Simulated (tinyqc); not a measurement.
Inside a calculation. Method: FCI on RHF in the 3-21g basis, for H2, spin multiplicity 1. One step of it, computed by the program tinyqc.

Problem. FCI: determinants and Hamiltonian. Slater-Condon rules over spin orbitals, with the nuclear repulsion added and E(HF) subtracted on the diagonal. Only determinants linked to the reference directly or through others are kept (one block of an abelian symmetry group), so some states are absent.

one-electron integrals over orbitals h = C^T H C (hartree):
$$\begin{pmatrix}
-1.265046 & 0.000000 & -0.170825 & 0.000000 \\
0.000000 & -0.551174 & 0.000000 & 0.208066 \\
-0.170825 & 0.000000 & -0.108163 & 0.000000 \\
0.000000 & 0.208066 & 0.000000 & 0.338706
\end{pmatrix}$$

Two-electron integrals over orbitals (pq|rs), unique and non-zero (hartree):
```
(11|11) 0.663302    (21|21) 0.085853    (22|11) 0.454834    (22|22) 0.408768
(31|11) 0.170825    (31|22) 0.053556    (31|31) 0.116326    (32|21) -0.019615
(32|32) 0.036012    (33|11) 0.564687    (33|22) 0.407174    (33|31) 0.133280
(33|33) 0.506723    (41|21) -0.079665   (41|32) -0.023602   (41|41) 0.134176
(42|11) -0.143866   (42|22) -0.056977   (42|31) -0.076399   (42|33) -0.105873
(42|42) 0.069876    (43|21) -0.088871   (43|32) -0.003884   (43|41) 0.124646
(43|43) 0.135577    (44|11) 0.678808    (44|22) 0.466949    (44|31) 0.206869
(44|33) 0.588710    (44|42) -0.170410   (44|44) 0.760592
```

nuclear repulsion = 0.74427175 hartree

Hartree-Fock energy = -1.12251890 hartree

Give: determinants; H - E(HF) between determinants.

Solution.

Occupation strings over the orbitals (2 doubly, a alpha, b beta, 0 empty; spin orbitals ordered 1a 1b 2a 2b ...): 2000 a0b0 b0a0 0200 0a0b 0020 0b0a 0002

H - E(HF) between determinants (hartree), order 2000, a0b0, b0a0, 0200, 0a0b, 0020, 0b0a, 0002:
$$\begin{pmatrix}
0.0000 & 0.0000 & 0.0000 & 0.0859 & -0.0797 & 0.1163 & 0.0797 & 0.1342 \\
0.0000 & 1.0583 & -0.1163 & -0.0196 & -0.0889 & -0.0375 & 0.0236 & 0.1246 \\
0.0000 & -0.1163 & 1.0583 & 0.0196 & 0.0236 & 0.0375 & -0.0889 & -0.1246 \\
0.0859 & -0.0196 & 0.0196 & 1.1732 & 0.1511 & 0.0360 & -0.1511 & 0.0699 \\
-0.0797 & -0.0889 & 0.0236 & 0.1511 & 2.1213 & -0.0039 & -0.0699 & 0.0377 \\
0.1163 & -0.0375 & 0.0375 & 0.0360 & -0.0039 & 2.1572 & 0.0039 & 0.1356 \\
0.0797 & 0.0236 & -0.0889 & -0.1511 & -0.0699 & 0.0039 & 2.1213 & -0.0377 \\
0.1342 & 0.1246 & -0.1246 & 0.0699 & 0.0377 & 0.1356 & -0.0377 & 3.3048
\end{pmatrix}$$
